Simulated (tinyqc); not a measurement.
Inverter chain driving a load.

N inverters, each f = Hc^(1/N) times larger than the one before: delay tau N (f + pp). Switched capacitance in units of the first input, with output capacitance pp times the input: Hc + (1 + pp)(Hc - 1)/(f - 1).

Inputs (values chosen for the exercise): load over the input capacitance of the chain Hc = 33; parasitic delay of an inverter pp = 1; delay unit tau = 7.6 ps.

Inverter chain driving a load:

| N | f | delay (ps) | switched capacitance |
|---|---|---|---|
| 1 | 33.00 | 258.4 | 35.00 |
| 2 | 5.745 | 102.5 | 46.49 |
| 3 | 3.208 | 95.93 | 61.99 |
| 4 | 2.397 | 103.3 | 78.82 |
| 5 | 2.012 | 114.5 | 96.22 |
| 6 | 1.791 | 127.3 | 113.9 |
| 7 | 1.648 | 140.9 | 131.8 |

The delay goes from 258 through a minimum of 95.9 (at N = 3 among the rows listed) to 141 ps. The best stage effort solves pp + rho (1 - ln rho) = 0, rho = 3.59, which gives N = ln Hc/ln rho = 2.73. One stage fewer than the best costs 6.9 % in delay and saves 25 % of the switched capacitance.

Numbers from tinyqc (`OMP_NUM_THREADS=1 python tinyqc.py 2082187 2082188 out.jsonl`; about 0.01 s on one thread of a shared Intel Xeon 2.30GHz).
